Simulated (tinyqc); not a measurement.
All together: low-temperature mobility of a two-dimensional electron gas with static screening. Computed by tinyqc, a small Python program. Command: `OMP_NUM_THREADS=1 python tinyqc.py 3022505 3022506 out.jsonl twodeg walk`. One thread of a shared host (Intel(R) Xeon(R) Processor @ 2.30GHz), about 0.01 s of CPU time with the checks.

One subband is filled, the gas is degenerate and scatters at the Fermi circle; one permittivity serves on both sides of the interface. All formulas are in SI units, masses times m_0. Piezoelectric and polar phonons are left out, and n_s is taken as set by a gate, independent of N_i.

Inputs (values chosen for the exercise, modelled on a silicon inversion layer):
```
quantity                                        value    unit
in-plane mass m                                 0.189     m_0
mass across the layer m_z                       0.887     m_0
permittivity eps                                 11.7       -
valley degeneracy g_v                               2       -
sheet density n_s                             8.4e+12  1/cm^2
depletion charge N_d                          5.6e+11  1/cm^2
roughness height Delta                           0.67      nm
correlation length Lambda                         7.8      nm
remote charge density N_i                     1.9e+11  1/cm^2
distance d of the charges from the interface      1.6      nm
density rho                                      2329  kg/m^3
sound velocity v_l                               8880     m/s
deformation potential D_A                          12      eV
temperature T                                      40       K
```

Wave function: Fang-Howard. Roughness spectrum: Gaussian.

Constants: m_0 = 9.1093837015e-31 kg; e = 1.602176634e-19 C; eps_0 = 8.8541878128e-12 F/m; hbar = 1.054571817e-34 J s; k_B = 1.380649e-23 J/K.

Method:
- k_F = sqrt(2 pi n_s/g_v); E_F = hbar^2 k_F^2/(2 m); q_TF = g_v m e^2/(2 pi eps eps_0 hbar^2); Fang-Howard parameter b = [12 m_z e^2 (N_d + 11 n_s/32)/(eps eps_0 hbar^2)]^(1/3), mean depth 3/b; effective field F = e (N_d + n_s/2)/(eps eps_0).
- Form factors with u = q/b: screening G(q) = [1 + 9u/8 + 3u^2/8]/(1 + u)^3, remote charge P(q) = exp(-q d)/(1 + u)^3. Dielectric function eps(q) = 1 + q_TF G(q)/q, with q = 2 k_F sin(theta/2).
- Roughness: <|U|^2> = (e F)^2 S(q), S = pi Delta^2 Lambda^2 exp(-q^2 Lambda^2/4).
- 1/tau_t = (m/(pi hbar^3)) int_0^pi (1 - cos theta) <|U|^2>/eps(q)^2 dtheta; the quantum rate 1/tau_q drops the factor (1 - cos theta); 200 Gauss-Legendre points in s with theta = pi s^2, s from 0 to 1; mu = e tau_t/m.
- Remote charges: <|U|^2> = N_i [e^2 P(q)/(2 eps eps_0 q)]^2.
- Unscreened deformation potential in equipartition: 1/tau = m D_A^2 k_B T I/(rho v_l^2 hbar^3), I = int |psi|^4 dz = 3 b/16 for the Fang-Howard function (used for both wave-function options); mu = e tau/m. Bloch-Grueneisen temperature T_BG = 2 hbar v_l k_F/k_B.
- At the Fermi circle the rates add, so 1/mu is the sum; sheet resistance 1/(n_s e mu); mean free path hbar k_F mu/e; the quantum time adds the rates 1/tau_q, with the isotropic acoustic rate e/(m mu).

roughness mobility = 9080.97 cm^2/(V s)

remote-charge mobility = 275563 cm^2/(V s)

acoustic mobility = 15575.0 cm^2/(V s)

k_F = 0.513706 1/nm

tau_q, roughness = 0.181429 ps

tau_q, charges = 3.34695 ps

Mobilities:
```
process           mu (cm^2/(V s))  share of 1/mu (%)
roughness                  9081.0             61.881
remote charges         2.7556e+05             2.0392
acoustic phonons            15575             36.080
```

mobility mu = 5619.4 cm^2/(V s)

sheet resistance = 132.23 ohm

mean free path = 190.01 nm

Dingle ratio tau_t/tau_q = 3.8695

The largest single share of 1/mu (62 %) belongs to roughness: the field presses the gas against the interface, and the rate goes as F^2. The Dingle ratio of 3.87 lies between the short-range and smooth limits. Caution: T is below the Bloch-Grueneisen temperature T_BG, so equipartition fails: the acoustic mobility is only a lower bound and the acoustic share of 1/mu is overstated.

Extremes, crossings and ranges named in words are read from the listed rows.
